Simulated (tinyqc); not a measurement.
What moves the results: armchair graphene nanoribbon in tight binding. A value that a table varies takes the place of the one given here.

An armchair ribbon of N dimer lines, width (N - 1) sqrt3 acc/2, period 3 acc, one pz orbital a site. In line n, A_n binds to B_n with -t exp(ik/3), times (1 + d) in the two edge lines, and to B_(n-1) and B_(n+1) with -t exp(-ik/6); k runs from -pi to pi. For d = 0 the modes across the ribbon are sin(n p pi/(N + 1)), p = 1 to N, with E = -/+ t sqrt(1 + 4 c^2 + 4 c cos(k/2)), c = cos(p pi/(N + 1)).

Constants: hbar^2/2m0 = 3.80998211 eV angstrom^2.

Inputs chosen for the exercise (near those used for graphene; shifted at random, so the results belong to these values and not to a real crystal): t = 2.75 eV (hopping); acc = 1.42 angstrom (bond length); N0 = 5 (first width); d1 = 0.14 (edge correction); N = 6 (dimer lines); d = 0 (relative strengthening of the edge bonds); k = 1.25 (k times the period 3 acc).

## Three families of gaps

Nine widths from N0 on, gaps at k = 0 with d = 0 and d = d1.

Gaps:
```
N   family  width (angstrom)  gap, d = 0 (eV)  gap, d1 (eV)  gap x (N + 1) sqrt3 acc/2 (eV angstrom)
5     3p+2              4.92           0.0000        0.3715                                     2.74
6       3p              6.15           1.3584        1.1025                                     9.49
7     3p+1              7.38           1.2905        1.6078                                    15.82
8     3p+2              8.61           0.0000        0.2447                                     2.71
9       3p              9.84           0.9656        0.7754                                     9.54
10    3p+1             11.07           0.9304        1.1521                                    15.59
11    3p+2             12.30           0.0000        0.1824                                     2.69
12      3p             13.53           0.7487        0.5978                                     9.56
13    3p+1             14.76           0.7273        0.8972                                    15.45
```

What can be read from the table?

Without edge correction the 3p+2 ribbons have no gap and the other two families nearly share one curve. With it the mean of the last column is 15.62 for 3p+1, 9.53 for 3p and 2.71 eV angstrom for 3p+2: the stronger edge bonds raise the gap of 3p+1, lower that of 3p and open one in 3p+2. Within a family the gap falls about as 1/width. One-electron gaps of this kind leave out the self-energy and exciton terms, which are large in narrow ribbons.

## Mass and gap go together

Nine widths from N0 on. Lowest conduction band for d = d1: m/m0 = c q^2/(E(q) - E(0)) with q = h/(3 acc), h = 0.001, c = hbar^2/2m0. Dirac rule: m = Eg/(2 v^2), that is m/m0 = c Eg/(hbar v)^2 with hbar v = 3 t acc/2.

Masses:
```
N   gap (eV)  mass (m0)  Dirac rule (m0)
5     0.3715     0.0388           0.0413
6     1.1025     0.0943           0.1224
7     1.6078     0.2214           0.1785
8     0.2447     0.0261           0.0272
9     0.7754     0.0711           0.0861
10    1.1521     0.1486           0.1279
11    0.1824     0.0197           0.0203
12    0.5978     0.0571           0.0664
13    0.8972     0.1117           0.0996
```

What does this show, and why?

The ratio of mass to the Dirac rule runs from 0.77 (N = 6) to 1.24 (N = 7). Its mean is 0.82 for N = 3p, 1.17 for 3p+1 and 0.96 for 3p+2: the lowest modes of 3p and 3p+1 lie on opposite sides of the Dirac point, where the velocity along the ribbon differs. The largest gap (N = 7) and the heaviest mass (N = 7) belong to one ribbon.

## What each parameter does

Gap at k = 0, lowest positive level at k, and highest level at k = 0. Each row changes one parameter from the base and keeps the others.

Results:
```
case          gap (eV)  lowest level at k (eV)  top of the band (eV)
base            1.3584                  1.8978                7.7053
t = 2.888 eV    1.4266                  1.9930                8.0920
N = 7           1.2905                  1.6139                7.8313
d = 0.05        1.2640                  1.9663                7.7205
k = 1           1.3584                  1.6644                7.7053
```

What can be read from the table?

The largest shifts from the base row, up to three for each result and ties (the steps differ in size, so this ranks the rows, not the parameters). gap (eV): d -0.0944, t +0.0682, N -0.0679; unchanged at the printed digits by k. lowest level at k (eV): N -0.2839, k -0.2334, t +0.0952. top of the band (eV): t +0.3867, N +0.1260, d +0.0152; unchanged at the printed digits by k.

Run: tinyqc, `OMP_NUM_THREADS=1 python tinyqc.py 1451737 1451738 out.jsonl`; Intel(R) Xeon(R) Processor @ 2.30GHz, one thread, shared host; about 0.03 s of CPU time with all checks.
